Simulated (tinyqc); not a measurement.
Anisotropic wet etching of Si(100): plane rates, V-grooves, membranes and undercut: one step, computed by the program tinyqc. Command: `OMP_NUM_THREADS=1 python tinyqc.py 3014814 3014815 out.jsonl wetetch walk`. One thread of a shared host (Intel(R) Xeon(R) Processor @ 2.30GHz), about 0.01 s of CPU time with the checks.

A long slot opens the mask on a (100) wafer. The floor etches at R100; (111) walls stand at theta = arctan(sqrt2) = 54.7356 degrees to the surface and recede at R111 along their normal.

Problem. Shape after the time t. A misaligned edge exposes ledges and adds R100 sin(misalignment) to the lateral rate (a simple estimate): u = R111/sin(theta) + R100 sin(misalignment). Top width W = w + 2 u t; floor width b = W - 2 z/tan(theta) = W - sqrt2 z. The floor lasts until b = 0, at t_V = w/(sqrt2 R100 - 2u); depth z = R100 t before t_V and W/sqrt2 after.

Inputs (values chosen for the exercise, close to those used for tetramethylammonium hydroxide solutions):
```
quantity,value,unit
bath temperature T,90,C
"width w (mask opening along <110>, or membrane width in the design step)",8.2,um
misalignment of the mask,0.2,degrees
etch time t,56,min
```

R100 = 1.641398 um/min

R111 = 0.1270752 um/min

Give: lateral rate u; time t_V to close the V; top width W; depth z; floor width b.

Solution.

lateral rate u = 0.1614 um/min

time t_V to close the V = 4.103 min

top width W = 26.27 um

depth z = 18.58 um

floor width b = 0 um

The groove has closed to a V and now deepens at sqrt2 u = 0.228 um/min, 13.9 % of R100.
